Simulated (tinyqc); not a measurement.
# Frequency dispersion of an accumulation capacitance by border traps, distributed model: what changes with what

Traps spread evenly through the insulator exchange electrons with the semiconductor by tunnelling, with tau(x) = t0 exp(2 ka x) at depth x from the interface. The admittance per area Y seen at depth x obeys dY/dx = -Y^2/(i w eps0 eox) + q Nb ln(1 + i w tau)/tau, with Y(0) = i w Cs and w = 2 pi f; the gate sees Y(tox) = G + i w C. Working variable y = Y/(i w), in uF/cm^2. Cox = eps0 eox/tox.

Parameters, values chosen for the exercise; permittivity close to that of hafnium oxide:
```
symbol   value         unit                                               meaning
eox       18.9                             relative permittivity of the insulator
tox        4.1           nm                                   insulator thickness
Cs         3.2      uF/cm^2             semiconductor capacitance in accumulation
Nb      3.3e19  cm^-3 eV^-1                               density of border traps
ka         5.6         1/nm  decay constant of the wave function in the insulator
t0        4e-9            s              time constant of a trap at the interface
f          100           Hz                                             frequency
```

Constants: q = 1.602176634e-19 C, eps0 = 8.8541878128e-14 F/cm where lengths are in cm. Results are converted to the units shown.

Each table varies one quantity; the others keep the values above.

## Capacitance and loss against frequency

Cox; trap-free value 1/(1/Cox + 1/Cs); response depth d = ln(1/(w t0))/(2 ka), where w tau = 1; lumped estimate: all traps within d act as C_bt = q Nb d placed at d/2, so C = 1/{1/[1/(1/Cs + d/(2 eps0 eox)) + C_bt] + (tox - d/2)/(eps0 eox)}. C and G from a fine integration; dispersion -d C/d log10 f over C, from f times and over 1.1. For a broad spread of time constants G/w is close to -(pi/2) dC/d ln w.

The same in every row: trap-free C (uF/cm^2) = 1.794.

Capacitance and loss against frequency:
```
f (Hz)  d (nm)  C (uF/cm^2)  G/w (uF/cm^2)  dispersion (% a decade)  -(pi/2) dC/d ln w (uF/cm^2)  lumped C (uF/cm^2)
10       1.357        2.082        0.03332                    2.344                      0.03330               2.057
100      1.151        2.035        0.03160                    2.275                      0.03159               2.012
1000    0.9457        1.990        0.03000                    2.209                      0.02999               1.969
10000   0.7401        1.947        0.02850                    2.145                      0.02849               1.928
1e5     0.5345        1.906        0.02708                    2.083                      0.02709               1.888
1e6     0.3289        1.868        0.02561                    2.023                      0.02577               1.850
1e7     0.1233        1.831        0.02281                    1.931                      0.02412               1.814
```

Read the table: what changes, and by how much?

C falls from 2.082 to 1.831 uF/cm^2, towards the trap-free 1.794; each decade of frequency removes ln 10/(2 ka) = 0.206 nm from the response depth. The dispersion falls from 2.34 to 1.93 % a decade and G/w falls from 0.0333 to 0.0228 uF/cm^2. G/w lies between 0.945 and 1.00 times -(pi/2) dC/d ln w, the relation for a broad spread of time constants.

## Effect of the semiconductor capacitance in accumulation

Same model as above.

The same in every row: d (nm) = 1.151.

Effect of the semiconductor capacitance in accumulation:
columns A: Cs (uF/cm^2); B: C (uF/cm^2); C: G/w (uF/cm^2); D: dispersion (% a decade); E: -(pi/2) dC/d ln w (uF/cm^2); F: lumped C (uF/cm^2); G: trap-free C (uF/cm^2)
```
A          B        C       D        E       F       G
0.2   0.7303  0.05685   11.40  0.05680  0.6900  0.1907
0.39  0.8599  0.05401   9.200  0.05397  0.8216  0.3560
0.75   1.080  0.04936   6.695  0.04932   1.045  0.6336
1.4    1.410  0.04277   4.444  0.04275   1.379   1.042
2.8    1.922  0.03349   2.552  0.03347   1.898   1.661
5.4    2.492  0.02451   1.441  0.02449   2.473   2.325
10     3.001  0.01768  0.8626  0.01766   2.986   2.899
20     3.449  0.01260  0.5339  0.01256   3.438   3.390
```

As Cs goes from 0.2 to 20, C rises from 0.730 to 3.45 uF/cm^2, the dispersion falls from 11.4 to 0.534 % a decade and G/w falls from 0.0568 to 0.0126 uF/cm^2. The lumped estimate is 5.5 % below C in the first row and 0.33 % below it in the last. The same traps disperse C more when Cs is small, since they then add to the weaker series term.

tinyqc, about 0.3 s, one thread, Intel Xeon 2.30GHz (shared host): `OMP_NUM_THREADS=1 python tinyqc.py 2202095 2202096 out.jsonl`
